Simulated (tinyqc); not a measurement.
Plane-wave Kohn-Sham cycle with exchange-only LDA in a layered model solid, step by step. One step of it, computed by the program tinyqc.

Question. Iteration 1: levels at that k. Diagonalise the Hermitian matrix.

H (hartree), lower triangle:
```
           -3         -2         -1         +0         +1         +2        +3
-3   4.230276
-2  -0.345000   1.589775
-1   0.020000  -0.345000   0.122830
+0   0.000000   0.020000  -0.345000  -0.170559
+1   0.000000   0.000000   0.020000  -0.345000   0.709608
+2   0.000000   0.000000   0.000000   0.020000  -0.345000   2.763331
+3   0.000000   0.000000   0.000000   0.000000   0.020000  -0.345000  5.990609
```

Give: eigenvalues.

Answer.

eigenvalues (hartree): -0.4798  0.2031  0.7963  1.6281  2.7849  4.2756  6.0277
